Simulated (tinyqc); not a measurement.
What moves the results: polytypes by hexagonality, and a cubic inclusion as a quantum well. A value that a table varies takes the place of the one given here.

Gap: E3 + (E2 - E3) h. Valence top Ev2 h and polarisation P2 h, both counted from 3C; Ec = Ev + gap.

A cubic inclusion of width L = N d in the host (h = 1) is a well of depth V = Ec(host) - Ec(3C). Square well with mass mismatch: k tan(k L/2) = (m_w/m_b) q, k = sqrt(m_w E/c), q = sqrt(m_b (V - E)/c), c = hbar^2/2m0, lowest root. The depth of the level, V - E, is its binding, and the transition to the valence top of the host is gap(host) - (V - E). The step in polarisation gives a field |F| = |P|/(eps eps0) in a thin inclusion, eps0 = 8.8541878e-12 F/m.

Constants: hbar^2/2m0 = 3.80998211 eV angstrom^2.

Parameters, chosen for this exercise (of the order of those of InP; shifted at random, so the results belong to these values and not to a real crystal): E3 = 1.429 eV (gap of the cubic polytype); E2 = 1.479 eV (gap of 2H); Ev2 = 0.038 eV (valence top of 2H above that of 3C); P2 = -0.0022 C/m^2 (spontaneous polarisation of 2H); m = (0.081, 0.081) m0 (electron mass along c in the cubic layer and in the host); d = 3.396 angstrom (thickness of a double layer); eps = 12.5 (dielectric constant); N = 12 (double layers in the cubic inclusion).

## Width of the inclusion

Without the field: square well. With it, the potential inside is |F| (z - L/2), the host conduction edge lies at V - |F| L/2 on one side and V + |F| L/2 on the other, and the lowest level E_F is found by finite differences (step 0.25 angstrom, wide box, good to about 1 meV). Holes sit in the host on the high side, so the transition is gap(host) - V + E_F - |F| L/2. A dash: bound by less than 2 meV or not at all.

Results:
```
N   L (angstrom)  depth (eV)  transition (eV)  depth below the low side, with field (eV)  transition with field (eV)
2           6.79       0.002            1.477                                          -                           -
4          13.58       0.007            1.472                                          -                           -
6          20.38       0.014            1.465                                          -                           -
10         33.96       0.028            1.451                                      0.005                       1.407
15         50.94       0.044            1.435                                      0.008                       1.369
20         67.92       0.055            1.424                                      0.010                       1.334
30        101.88       0.067            1.412                                      0.010                       1.266
```

How do the results move?

The square well binds a level even at N = 2 (2 meV), as any symmetric one-dimensional well does; the depth grows to 67 of 88 meV, and the transition tends to E3 - Ev(host) = 1.391 eV. With the field the level is bound by 2 meV or more for N = 10, 15, 20 and 30, and the transition is lowered by 44 meV at N = 10 and 145 meV at N = 30, where |F| L/2 = 101 meV. Free carriers or surface charge screen the field and the step between the two sides; with the field removed every row returns to its square-well depth, and the attraction to the hole, left out here, binds the electron further.

## What each parameter does

Well depth, depth of the level, transition without the field and field. Each row changes one parameter from the base and keeps the others.

Results:
```
case                   V (eV)  depth (eV)  transition (eV)  |F| (MV/cm)
base                   0.0880      0.0351           1.4439        0.199
N = 13                 0.0880      0.0381           1.4409        0.199
Ev2 = 0.068 eV         0.1180      0.0546           1.4244        0.199
E3 = 1.409 eV          0.1080      0.0479           1.4311        0.199
E2 = 1.509 eV          0.1180      0.0546           1.4544        0.199
P2 = -0.0029 C/m^2     0.0880      0.0351           1.4439        0.262
eps = 13.5             0.0880      0.0351           1.4439        0.184
m = (0.097, 0.081) m0  0.0880      0.0361           1.4429        0.199
```

What does this show?

The largest shifts from the base row, up to three for each result and ties (the steps differ in size, so this ranks the rows, not the parameters). V (eV): Ev2 +0.0300, E2 +0.0300, E3 +0.0200; unchanged at the printed digits by N, P2, eps and m. depth (eV): Ev2 +0.0195, E2 +0.0195, E3 +0.0128; unchanged at the printed digits by P2 and eps. transition (eV): Ev2 -0.0195, E3 -0.0128, E2 +0.0105; unchanged at the printed digits by P2 and eps. |F| (MV/cm): P2 +0.063, eps -0.015; unchanged at the printed digits by N, Ev2, E3, E2 and m.

Computed by tinyqc, a small Python program: `OMP_NUM_THREADS=1 python tinyqc.py 1851174 1851175 out.jsonl` (the numbers bound the seed that draws the inputs); one thread of a shared host (Intel(R) Xeon(R) Processor @ 2.30GHz), about 0.08 s for the whole set of steps.
